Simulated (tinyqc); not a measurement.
# Electron mobility of a polar semiconductor by Rode's iterative solution of the Boltzmann equation, step by step

A worked calculation. Computed by tinyqc, a small Python program that keeps every step. Command: `OMP_NUM_THREADS=1 python tinyqc.py 3016301 3016302 out.jsonl rode walk`. One thread of a shared host (Intel(R) Xeon(R) Processor @ 2.30GHz), about 0.01 s of CPU time with the checks. Intermediate numbers are printed to about 6 digits and carried at full precision; extremes and crossings named in words are read from the listed rows.

The distribution is f(E) + e F l(E) (-df/dE) cos(theta) for a weak field F, theta counted from the force; l(E) is a mean free path. Elastic processes enter by their momentum rate, polar optical phonons by out- and in-scattering terms. One valley only: where upper valleys lie close, measured mobilities are lower. The density n is prescribed, even where a narrow-gap material would have more intrinsic carriers.

Inputs (values chosen for the exercise, modelled on InAs):

| quantity | value | unit |
|---|---|---|
| effective mass m | 0.0222 | m_0 |
| non-parabolicity alpha | 2.2 | 1/eV |
| static permittivity eps_s | 15.1 | - |
| high-frequency permittivity eps_inf | 12.3 | - |
| density rho | 5680 | kg/m^3 |
| sound velocity v_l | 4190 | m/s |
| acoustic deformation potential D_A | 5.9 | eV |
| optical phonon energy hbar w | 29.4 | meV |
| electron density n | 7.4e+16 | 1/cm^3 |
| compensation ratio C | 0 | - |
| temperature T | 300 | K |
| grid points per phonon energy s | 8 | - |
| iteration cap | 2 | - |

Band: Kane. Elastic processes: acoustic, impurity.

Constants: k_B = 8.617333262e-05 eV/K; m_0 = 9.1093837015e-31 kg; e = 1.602176634e-19 C; hbar = 1.054571817e-34 J s; eps_0 = 8.8541878128e-12 F/m; k_B = 1.380649e-23 J/K; hbar = 6.582119569e-16 eV s.

## Fermi level and screening

Kane band: hbar^2 k^2/(2 m) = E (1 + alpha E), speed v = hbar k/(m (1 + 2 alpha E)), states per spin, volume and energy g(E) = m k (1 + 2 alpha E)/(2 pi^2 hbar^2); overlap factors are set to 1. Masses are multiplied by m_0 and all formulas are in SI units. The reduced Fermi level eta = E_F/(k_B T) solves n = 2 Z int g f dE with f = 1/(1 + exp(x - eta)) (Z = 1 unless valleys are given); screening length L_s = sqrt(eps_s eps_0 k_B T/(e^2 dn/deta)), dn/deta = 2 Z int g f (1 - f) dE. Integrals over x = E/(k_B T) use 160 Gauss-Legendre points in u = sqrt(x) from 0 to sqrt(max(eta, 0) + 32). N_I = n (1 + C)/(1 - C).

reduced Fermi level eta = -0.0902515

screening length L_s = 18.8544 nm

ionised impurity density N_I = 7.40e+16 1/cm^3

## Rates on one ladder of the grid

Phonon occupation N_q = 1/(exp(hbar w/(k_B T)) - 1). Acoustic deformation potential (elastic, equipartition, absorption and emission together): 1/tau = 2 pi k_B T D_A^2 g(E)/(hbar rho v_l^2). Singly charged impurities, momentum relaxation: 1/tau = N_I e^4 m (1 + 2 alpha E) Phi/(8 pi (eps_s eps_0)^2 hbar^3 k^3), with alpha = 0 for a parabolic band. Brooks-Herring: Phi = ln(1 + b) - b/(1 + b), b = 4 k^2 L_s^2. Polar optical, unscreened: W = e^2 w (1/eps_inf - 1/eps_s) m (1 + 2 alpha E') ln|(k + k')/(k - k')| / (4 pi eps_0 hbar^2 k), times N_q for absorption (E' = E + hbar w) and N_q + 1 for emission (E' = E - hbar w > 0), with alpha = 0 for a parabolic band; mean cosine of the angle <cos> = (k^2 + k'^2)/(2 k k') - 1/ln|(k + k')/(k - k')|. Energy grid E_j = (j + 1/2) hbar w/s, j = 0, 1, ..., up to (max(eta, 0) + 18) k_B T, so that E_j +/- hbar w are grid points; l = 0 beyond the grid; integrals are sums times the spacing. With f' = f(E'): out-scattering S_o = sum over absorption and emission of W (1 - f')/(1 - f); nu = sum of elastic rates; the in-scattering weights are c+ = W_abs <cos> (1 - f')/(1 - f) for E' = E + hbar w and c- likewise for emission.

Points j = s/2, s/2 + s, ... (the first seven rungs, or as many as the grid holds), rates in 1e12/s:

| E (meV) | v (m/s) | nu | S_o | c+ | c- |
|---|---|---|---|---|---|
| 16.5375 | 4.85780e+05 | 3.61704 | 2.74144 | 1.09343 | 0.00000 |
| 45.9375 | 7.44714e+05 | 1.27925 | 4.95649 | 1.20991 | 1.07503 |
| 75.3375 | 8.85972e+05 | 0.77483 | 6.08134 | 1.23782 | 2.13618 |
| 104.7375 | 9.78190e+05 | 0.57174 | 6.62321 | 1.27170 | 2.72078 |
| 134.1375 | 1.04333e+06 | 0.47115 | 6.92089 | 1.30742 | 3.07115 |
| 163.5375 | 1.09163e+06 | 0.41776 | 7.11698 | 1.34132 | 3.30929 |
| 192.9375 | 1.12866e+06 | 0.39030 | 7.27009 | 1.37256 | 3.49121 |

Points one phonon energy apart are coupled only to each other, so the grid falls into s independent ladders.

## The first two iterations on one ladder of the grid

Iteration: l_new(E) = [v(E) + c+ l(E + hbar w) + c- l(E - hbar w)]/(nu + S_o), from l = 0.

l after iteration 1 (nm): 76.399  119.427  129.222  135.955  141.143  144.879  147.337

l after iteration 2 (all rungs but the last shown) (nm): 96.936  157.670  190.978  209.767  223.252  233.098

In-scattering lengthens l on the lowest rung by 26.9 % and on the second by 32.0 % in this step.

## The whole iteration

mu = e sum g v l f (1 - f) / (3 k_B T sum g f) over the grid; stop when mu changes by less than 1e-8 of itself.

Course of the iteration:

| iteration | mu (cm^2/(V s)) | relative change |
|---|---|---|
| 1 | 9199.1 | 1.00000 |
| 2 | 12986.6 | 0.29165 |

mobility mu = 12986.6 cm^2/(V s)

iterations = 2

The cap of 2 iterations was reached with mu still rising by 29 % in the last step, so the value is too low.

Reruns converge with iteration cap = 200.
